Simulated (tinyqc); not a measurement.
Bandgap voltage reference from two bipolar transistors: one step of the calculation.

Two transistors of area 1 and N carry the same current I. Is(T) = Is (T/T0)^eta exp[(Vg0 q/kB)(1/T0 - 1/T)], VBE1 = Vt ln(I/Is(T)) + I rb, VBE2 = Vt ln(I/(N Is(T))) + I rb/N. The amplifier forces I R1(T) = VBE1 - VBE2 + Vos, with R(T) = R (1 + tc (T - T0)) for both resistors, and the output is Vref = VBE1 + I R2(T). Base currents and the Early effect are neglected.

Problem. Operating point at another temperature. Vt = kB T/q; I = (Vt ln N + Vos)/(R1(T) - rb (1 - 1/N)).

Values chosen for this exercise; values of the order met in silicon bipolar transistors:
- T0 = 300 K (reference temperature)
- Vg0 = 1.176 V (band-gap voltage extrapolated to 0 K)
- eta = 3.5 (temperature exponent of the saturation current)
- Is = 1.9e-16 A (saturation current of the unit transistor at T0)
- N = 24 (area ratio of the second transistor)
- R1 = 14 kohm (resistor across which the difference of VBE falls, at T0)
- tc = 0 ppm/K (temperature coefficient of both resistors)
- Vos = -0.8 mV (offset of the amplifier)
- rb = 0 ohm (series resistance of the unit transistor)
- R2 = 99.75 kohm (output resistor at T0)
- T = 233 K (temperature)

Constants: q = 1.602176634e-19 C, kB = 1.380649e-23 J/K. Results are converted to the units shown.

Give: Vt; I; Is(T); VBE1; I R2; Vref.

Solution.

Vt = 0.02008 V
I = 4.501 uA
Is(T) = 1.636e-22 A
VBE1 = 0.7600 V
I R2 = 0.4489 V
Vref = 1.209 V

From T0 to T, VBE1 changes by 136 mV and I R2 by -131 mV, which leaves 5.14 mV in Vref.

Program tinyqc, `OMP_NUM_THREADS=1 python tinyqc.py 2062085 2062086 out.jsonl`; Intel Xeon 2.30GHz, shared host, one thread, about 0.03 s.
